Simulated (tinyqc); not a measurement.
Inside a calculation. Model: spin coating of a resist or spin-on film: centrifugal thinning, evaporation and the final thickness (Emslie and Meyerhofer models). Computed by tinyqc, a small Python program that keeps every step. Command: `OMP_NUM_THREADS=1 python tinyqc.py 3112974 3112975 out.jsonl spincoat walk`. One thread of a shared host (Intel(R) Xeon(R) Processor @ 2.30GHz), about 0.06 s of CPU time with the checks. Intermediate numbers are printed to about 7 digits and carried at full precision; extremes and crossings named in words are read from the listed rows.

A Newtonian film stays uniform over the wafer; solvent and solids have the same density and the concentration is uniform through the thickness.

Inputs (values chosen for the exercise, of the order of those of a polymer resist in an ester solvent):

| quantity | value | unit |
|---|---|---|
| solids volume fraction c0 | 0.34 | - |
| kinematic viscosity of the solvent nu_s | 1.2 | mm^2/s |
| viscosity constant k | 4600 | mm^2/s |
| viscosity exponent gamma | 2.8 | - |
| spin speed f | 3000 | rpm |
| evaporation rate at 1000 rpm e0 | 0.12 | micrometre/s |
| starting thickness h0 | 200 | micrometre |
| time t | 1.7 | s |
| wafer radius R | 100 | mm |
| shrinkage in the bake | 2.9 | % |

## Rates

omega = 2 pi f/60; nu(c) = nu_s + k c^gamma; evaporation rate e = e0 sqrt(f/1000 rpm). Flow constant K = 2 omega^2/(3 nu(c0)); Reynolds number of the air omega R^2/nu_air with nu_air = 15 mm^2/s.

omega = 314.1593 1/s

nu(c0) = 225.5359 mm^2/s

evaporation rate e = 0.2078461 micrometre/s

flow constant K = 2.917379e-04 1/(micrometre^2 s)

Reynolds number of the air = 209439.5

## Thinning without evaporation

dh/dt = -K h^3 gives h = h0/sqrt(1 + 2 K h0^2 t); for long times h = 1/sqrt(2 K t).

h(t) without evaporation = 31.35877 micrometre

long-time form = 31.75149 micrometre

time 1/(2 K h0^2) = 0.04284669 s

The long-time form is within 1.3 %: the starting thickness is forgotten.

## The two-stage estimate

Meyerhofer estimate: flow rules until (1 - c0) K h^3 = e, then evaporation alone: h_w = (e/((1 - c0) K))^(1/3), dry film c0 h_w.

wet thickness h_w = 10.25813 micrometre

dry film, estimate = 3487.766 nm

drying time (1 - c0) h_w/e = 32.57395 s

## First explicit step of the full model

Solids s and liquid l per area start at s = c0 h0, l = (1 - c0) h0. With h = h0 and c = c0: Q = K h^3, K = 2 omega^2/(3 nu); one Euler step of length dt = 0.01 h0/Q for s and l, ds/dt = -c Q, dl/dt = -(1 - c) Q - e.

Q = 2333.903 micrometre/s

dt = 8.569337e-04 s

s = 67.32 micrometre

l = 130.6798 micrometre

Q/e at the start = 11229.00

## The full model

Full model for solids s and liquid l per area, h = s + l, c = s/h: ds/dt = -c Q, dl/dt = -(1 - c) Q - e, Q = 2 omega^2 h^3/(3 nu(c)); integrated adaptively (relative tolerance 1e-9) until l = 0. Dry film = s at l = 0, before the bake; film after the bake = s x (1 - shrinkage).

time to dry = 41.50499 s

dry film = 3782.975 nm

film after the bake = 3673.268 nm

## Course in time

Times are fractions of the time to dry.

History:

| fraction | t (s) | h (micrometre) | c | nu (mm^2/s) | Q/e | s (nm) |
|---|---|---|---|---|---|---|
| 0.003 | 0.12451 | 101.1913 | 0.3400678 | 225.661 | 1.453580e+03 | 34411.90 |
| 0.010 | 0.41505 | 61.1743 | 0.3403427 | 226.170 | 3.204347e+02 | 20820.23 |
| 0.030 | 1.24515 | 36.4684 | 0.3416576 | 228.612 | 6.716137e+01 | 12459.72 |
| 0.100 | 4.15050 | 20.1821 | 0.3499114 | 244.331 | 1.065093e+01 | 7061.95 |
| 0.200 | 8.30100 | 14.2331 | 0.3686402 | 282.549 | 3.230525e+00 | 5246.90 |
| 0.350 | 14.52675 | 10.5636 | 0.4103265 | 380.970 | 9.795207e-01 | 4334.53 |
| 0.500 | 20.75250 | 8.4839 | 0.4707508 | 559.121 | 3.457400e-01 | 3993.81 |
| 0.700 | 29.05349 | 6.4417 | 0.5947506 | 1074.931 | 7.871989e-02 | 3831.20 |
| 0.900 | 37.35449 | 4.6520 | 0.8144000 | 2590.030 | 1.230463e-02 | 3788.55 |

Q/e drops below 1 between t = 8.3 and 15 s, when c has risen from 0.34 to about 0.410; after that row the solids fall by a further 13 %. The full model gives 1.08 times the two-stage estimate.

## Spin curve

The formulas are those given above.

Dry film against speed:

| f (rpm) | full model (nm) | estimate (nm) | time to dry (s) |
|---|---|---|---|
| 500 | 9259.084 | 8543.246 | 247.6967 |
| 1000 | 6550.727 | 6040.987 | 124.2504 |
| 1500 | 5349.373 | 4932.446 | 82.9221 |
| 2000 | 4632.956 | 4271.623 | 62.2246 |
| 3000 | 3782.975 | 3487.766 | 41.5050 |
| 4000 | 3276.218 | 3020.494 | 31.1369 |
| 6000 | 2675.066 | 2466.223 | 20.7634 |

The full thickness goes as f^-0.500; the estimate as (e/omega^2)^(1/3) = f^(-1/2). The time to dry goes as f^-1.00. A thickness window of 1 % allows a speed error of about 2 %.

Checks made by the program: constant-viscosity run against c0 h0 exp(-int K h^2 dt) (relative difference 7e-06).
